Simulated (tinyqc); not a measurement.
Double-gate transistor below threshold, two-dimensional Poisson equation on a small mesh: one step of the calculation.

Half of a symmetric double-gate structure: row 0 is the mid-plane of the body, where the normal field vanishes. Mobile charge is neglected (subthreshold), the body is fully depleted, and potentials are counted from the intrinsic level; rows run upward to the gate, columns from source to drain.

Task. Barrier, swing and barrier lowering. The barrier is read along row 0, the path farthest from the gate. Take the node j of lowest psi: barrier Vbi - psi_j; swing Vt ln 10/(d psi_j/dVg); DIBL = (d psi_j/dVd)/(d psi_j/dVg). The derivatives solve the same equations with s = 0 and a unit change of that voltage.

Parameters, values chosen for the exercise: temperature T = 300 K; potential of the source Vbi = 0.49 V.

Constants: q = 1.602176634e-19 C, kB = 1.380649e-23 J/K, Vt = kB T/q. Results are converted to the units shown.

converged psi (V):
```
	j=0	j=1	j=2	j=3	j=4	j=5
row 0	0.49000000	0.18425208	0.05451141	0.06089210	0.20720034	0.54000000
row 1	0.49000000	0.16804196	0.04445651	0.05024983	0.18937228	0.54000000
row 2	0.49000000	0.11250870	0.01637287	0.02035957	0.12816780	0.54000000
row 3	0.22500000	0.03786549	-0.01121722	-0.00920155	0.04582455	0.25000000
row 4	-0.04000000	-0.04000000	-0.04000000	-0.04000000	-0.04000000	-0.04000000
```

d psi/dVg on row 0: j=0 0.00000000, j=1 0.46790896, j=2 0.67612159, j=3 0.67612159, j=4 0.46790896, j=5 0.00000000
d psi/dVd on row 0: j=0 0.0000000, j=1 0.0365630, j=2 0.0981323, j=3 0.2257462, j=4 0.4955281, j=5 1.0000000

Wanted: j; barrier; swing; DIBL.

Result.

j = 2
barrier = 0.4355 V
swing = 88.04 mV/decade
DIBL = 145.1 mV/V

Program tinyqc, `OMP_NUM_THREADS=1 python tinyqc.py 2480130 2480131 out.jsonl`; Intel Xeon 2.30GHz, shared host, one thread, about 0.1 s.
